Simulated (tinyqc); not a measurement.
n-type polysilicon, carrier trapping at grain boundaries: one step of the calculation.

One-dimensional grains of size Lg, uniform ionised doping N, monovalent traps Qt at each boundary at a depth Et below (for electrons) or above (for holes) the band edge there, abrupt depletion of width W on each side of a boundary, Boltzmann statistics. xi is the distance from the band edge at the grain centre to the Fermi level. Trapped charge Qt/(1 + exp((xi + VB - Et)/Vt)) = 2 N W, barrier VB = q N W^2/(2 eps0 eps_r).

Question. Resistivity and effective mobility. n0 = NB exp(-xi/Vt); mean density n0 (1 - 2 W/Lg) by charge balance in a partly depleted grain, and n0 (sqrt(pi)/2) erf(u)/u with u = sqrt(VB/Vt) in a fully depleted one; v = sqrt(kB T/(2 pi ms m0)); barrier resistivity Vt exp(VB/Vt)/(q fe n0 v Lg); grain resistivity (1 - 2 W/Lg)/(q n0 mug); effective mobility 1/(q mean density total resistivity).

Parameters, values chosen for the exercise; values of the order met in polycrystalline silicon:
- T = 350 K (temperature)
- NB = 3.53e19 cm^-3 (conduction-band density of states at T)
- Lg = 45 nm (grain size)
- ms = 0.54 m0 (mass for thermionic emission)
- fe = 0.12 (correction factor of the emission rate)
- mug = 45 cm^2/(V s) (mobility inside the grains)

Constants: q = 1.602176634e-19 C, kB = 1.380649e-23 J/K, m0 = 9.1093837015e-31 kg, Vt = kB T/q. Results are converted to the units shown.

W = 3.1060059 nm
xi = 0.050573807 V
VB = 0.049237309 V

Wanted: n0; mean density; v; barrier resistivity; grain resistivity; resistivity; effective mobility.

Answer.

n0 = 6.600e18 cm^-3
mean density = 5.689e18 cm^-3
v = 3.954e6 cm/s
barrier resistivity = 0.06835 ohm cm
grain resistivity = 0.01811 ohm cm
resistivity = 0.08646 ohm cm
effective mobility = 12.69 cm^2/(V s)

The resistivity is 4.11 times that of a single crystal with the same N and mobility mug, and the mean density is 86.2 % of N.

Program tinyqc, `OMP_NUM_THREADS=1 python tinyqc.py 2830229 2830230 out.jsonl`; Intel Xeon 2.30GHz, shared host, one thread, about 0.01 s.
